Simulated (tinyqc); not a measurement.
Worked calculation: classical Heisenberg spin chain: exact results, Metropolis, heat-bath and over-relaxation steps, and a Monte Carlo run. Computed by tinyqc, a small Python program that keeps every step. Command: `OMP_NUM_THREADS=1 python tinyqc.py 3130237 3130238 out.jsonl heismc walk`. One thread of a shared host (Intel(R) Xeon(R) Processor @ 2.30GHz), about 0.3 s of CPU time with the checks. Intermediate numbers are printed to about 6 digits and carried at full precision; extremes and crossings named in words are read from the listed rows.

E = -J sum_i s_i . s_(i+1) for unit vectors s_i on an open chain; K = J/(k_B T).

Inputs (values chosen for the exercise, for a model chain of large moments):
```
quantity,value,unit
coupling J,-11,meV
temperature T,83.6,K
moment mu,3.8,mu_B
length N of the open chain,12,-
seed,486237,-
```

Update: heat bath with over-relaxation.

Constants: k_B = 8.617333262e-05 eV/K; mu_B = 5.7883818060e-05 eV/T.

## Exact results

Each bond angle is independent, so u = <s_i . s_(i+1)> = coth K - 1/K, <s_i . s_(i+n)> = u^n, correlation length xi = -1/ln|u|, energy per bond -J u, heat capacity per bond c/k_B = 1 - K^2/sinh^2 K, and for the long chain chi = mu^2 (1 + u)/(3 k_B T (1 - u)) per spin.

K = -1.52691

u = -0.444111

xi = 1.23201 sites

energy per bond = -4.88522 meV

heat capacity = 0.515374 k_B/bond

chi over the Curie value = 0.384935

chi = 0.0148871 mu_B/T per spin

## Finite chain

For N spins, <|sum s|^2>/N = (1 + u)/(1 - u) - 2 u (1 - u^N)/(N (1 - u)^2); the long chain has (1 + u)/(1 - u), chi over the Curie value, and the difference is relative to it.

<|sum s|^2>/N = 0.420425

difference from the long chain = 9.21991 %

## Four single-spin steps

four neighbouring spins (rows; components x, y, z):
```
,1,2,3
1,0.9597,-0.1781,0.2173
2,-0.4374,-0.0518,0.8978
3,0.1977,-0.2283,-0.9533
4,0.0658,0.3952,0.9162
```

random numbers, one row a step:
```
,1,2,3
1,0.0918,0.1704,0.9234
2,0.5015,0.9250,0.0673
3,0.8833,0.0118,0.9196
4,0.6972,0.4341,0.2250
```

The given spins are first normalised. Spins 2 and 3 are updated in turn, with h = K (sum of the two neighbours). Heat bath: cos(theta) = 1 + ln(1 - r1 (1 - exp(-2 |h|)))/|h| about n = h/|h|, azimuth 2 pi r2 = phi in the frame a = n x z/|n x z|, b = n x a: s = n cos(theta) + sin(theta)(a cos(phi) + b sin(phi)); r1, r2 are the first two numbers of the row. Steps 2 and 4 are reflections, s -> 2 (s . h) h/|h|^2 - s, which keep the energy and use no random number.

Steps:
```
spin,|h|,h . s before,h . s after,move,x,y,z
2,2.18433,1.74978,2.08932,heat bath,-0.851797,0.447360,0.272598
3,2.52796,2.26146,2.26146,reflection,0.651698,-0.682239,-0.331421
2,2.79465,2.73102,0.67440,heat bath,0.239389,0.969267,-0.056698
3,2.50606,1.55268,1.55268,reflection,-0.882114,-0.347932,-0.317518
```

## A run and its error bars

From the ordered state (alternating for J < 0), with each spin drawn from exp(h . s), h = K x sum of neighbours, 200 sweeps are discarded and 1600 recorded (even and odd sites in turn, each heat-bath sweep followed by two sweeps of reflections; random numbers not printed, so these rows are one sample). Errors are the scatter of block means over sqrt(number of blocks).

Blocking:
```
block length,mean bond product,error,<|sum s|^2>/N,error
1,-0.442558,0.00364059,0.428689,0.00904701
4,-0.442558,0.00386458,0.428689,0.00896426
16,-0.442558,0.00427806,0.428689,0.00987557
40,-0.442558,0.00422393,0.428689,0.00937910
80,-0.442558,0.00361297,0.428689,0.00928608
```

With blocks of 40 the bond product is 0.4 error bars from the exact u = -0.4441, and <|sum s|^2>/N is 0.9 from the exact 0.420. Blocking to 40 changes the two errors by factors 1.2 and 1.0.

Checks made by the program: c against a difference of the energy (relative difference 4e-09).
